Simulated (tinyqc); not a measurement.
Franz-Keldysh effect at a direct gap: sweeps and comparisons. A value that a table varies takes the place of the one given here.

Parabolic bands, vertical transitions, no excitons. For each hole band j: mr = me mj/(me + mj); joint density of states J_j(E) = (mr/c)^(3/2) sqrt(E - Eg)/(2 pi^2), both spins, c = hbar^2/2m0; averaged matrix element |e.p|^2 = m0 Ep/6; alpha_j(E) = 4 pi^2 alpha_f c Ep J_j/(3 nr E) in 1/angstrom (alpha_f the fine-structure constant, listed as alpha among the constants), times 1e8 for 1/cm.

In a field Fd (1 kV/cm = 1e-5 V/angstrom) the electro-optic energy of band j is th = (c (e Fd)^2/mr)^(1/3), and sqrt(E - Eg) in J_j is replaced by pi sqrt(th) [Ai'(b)^2 - b Ai(b)^2] with b = (Eg - E)/th; Ai is the Airy function.

Constants: hbar^2/2m0 = 3.80998211 eV angstrom^2; fine-structure constant alpha = 0.007297352564.

Parameters, chosen for this exercise (near those of InP; shifted at random, so the results belong to these values and not to a real crystal): Eg = 1.366 eV (direct gap); me = 0.0776 m0 (electron mass); mhh = 0.622 m0 (heavy-hole mass); mlh = 0.0888 m0 (light-hole mass); Ep = 21.3 eV (Kane energy); nr = 3.42 (refractive index); Fd = 200 kV/cm (uniform field); det = 25 meV (detuning below the gap).

## Spectrum around the gap

Absorption (1/cm):

| E - Eg (eV) | alpha(0) | alpha(F) | change |
|---|---|---|---|
| -0.1511 | 0 | 3.683 | 4 |
| -0.1209 | 0 | 15.53 | 16 |
| -0.0907 | 0 | 59.60 | 60 |
| -0.0604 | 0 | 205.5 | 206 |
| -0.0302 | 0 | 619.6 | 620 |
| 0.0000 | 0 | 1605 | 1605 |
| 0.0302 | 5129 | 3492 | -1637 |
| 0.0604 | 7101 | 6236 | -864 |
| 0.0907 | 8520 | 8981 | 460 |
| 0.1209 | 9637 | 1.045e+04 | 817 |
| 0.1511 | 10559 | 1.060e+04 | 44 |
| 0.1813 | 11341 | 1.094e+04 | -403 |
| 0.2418 | 12604 | 1.277e+04 | 161 |
| 0.3022 | 13580 | 1.366e+04 | 81 |

At the gap alpha(F) = 1605 1/cm; 120.9 meV below it 15.5 1/cm remain, the tail falling as exp(-(4/3) b^(3/2)). Among the energies listed the largest rise is 1605 1/cm at E - Eg = 0.0 meV and the largest fall -1637 1/cm at 30.2 meV. It changes sign between 0.0 and 30.2 meV, between 60.4 and 90.7 meV, between 151.1 and 181.3 meV and between 181.3 and 241.8 meV; th is 60.4 meV for heavy holes and 71.7 meV for light holes.

## Tail absorption against field

At E = Eg - det; the field takes the values listed. The last column is the length for 10 dB of loss.

Results:

| Fd (kV/cm) | th heavy (meV) | b heavy | alpha (1/cm) | length (micrometre) |
|---|---|---|---|---|
| 10 | 8.20 | 3.047 | 0.225 | 1.02e+05 |
| 20 | 13.02 | 1.920 | 8.40 | 2.74e+03 |
| 40 | 20.67 | 1.209 | 70.0 | 329 |
| 60 | 27.09 | 0.923 | 161 | 143 |
| 100 | 38.08 | 0.656 | 349 | 65.9 |
| 150 | 49.90 | 0.501 | 559 | 41.2 |
| 250 | 70.15 | 0.356 | 894 | 25.8 |
| 400 | 95.96 | 0.261 | 1.26e+03 | 18.2 |

alpha grows by 2.9 decades from 10 to 60 kV/cm and by a factor 1.42 over the last step, where the field grows by 1.6: the exponent (4/3) b^(3/2) goes as 1/Fd, so the gain is steep only while b > 1 (deep in the tail the light-hole pair, with its smaller b, carries most of it), that is up to 40 kV/cm of those listed. Values below about 10 1/cm lie under the Urbach and exciton tails of a real crystal, left out here.

## What moves the tail

At E = Eg - det. Each row changes one parameter from the base and keeps the others.

Results:

| case | th heavy (meV) | alpha (1/cm) |
|---|---|---|
| base | 60.450 | 738.3 |
| Fd = 260 kV/cm | 72.004 | 922.4 |
| det = 35 meV | 60.450 | 524.9 |
| me = 0.0892 m0 | 58.024 | 822.8 |
| mlh = 0.1154 m0 | 60.450 | 773.8 |
| Ep = 23.4 eV | 60.450 | 811.1 |
| nr = 3.59 | 60.450 | 703.4 |

The largest shifts from the base row, up to three for each result and ties (the steps differ in size, so this ranks the rows, not the parameters). th heavy (meV): Fd +11.554, me -2.426; unchanged at the printed digits by det, mlh, Ep and nr. alpha (1/cm): det -213, Fd +184, me +84.4.

Program tinyqc; command `OMP_NUM_THREADS=1 python tinyqc.py 1681354 1681355 out.jsonl`; about 0.01 s on one thread of a shared Intel(R) Xeon(R) Processor @ 2.30GHz.
